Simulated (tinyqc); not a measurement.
One anharmonic mode: perturbation theory, self-consistent phonons and exact levels: one step, computed by the program tinyqc.

V(x) = k x^2/2 + b x^4 for one coordinate x of mass M. A constant K > 0 gives hbar Omega = sqrt((hbar^2/u) K/M) with K in eV/angstrom^2 and M in u.

Question. Self-consistent results. Self-consistent phonon, centred at x = 0: K = k + 12 b <x^2>, <x^2> = (hbar Omega/(2K)) coth(hbar Omega/(2 k_B T)). Its free energy is F = k_B T ln[2 sinh(hbar Omega/(2 k_B T))] + (k - K)<x^2>/2 + 3 b <x^2>^2, an upper bound to the exact one.

Inputs (values chosen for the exercise, for a model mode):
```
quantity,value,unit
mode mass M,118,u
harmonic constant k,1.74,eV/angstrom^2
quartic constant b,51.5,eV/angstrom^4
temperature T,74,K
```

Shape: single well.

self-consistent K = 3.232611 eV/angstrom^2

Constants: hbar^2/u = 4.18015928e-03 eV angstrom^2; k_B = 8.617333262e-05 eV/K.

Give: self-consistent quantum; self-consistent <x^2>; self-consistent free energy.

Answer.

self-consistent quantum = 10.701 meV

self-consistent <x^2> = 0.0024152 angstrom^2

self-consistent free energy = 3.1314 meV
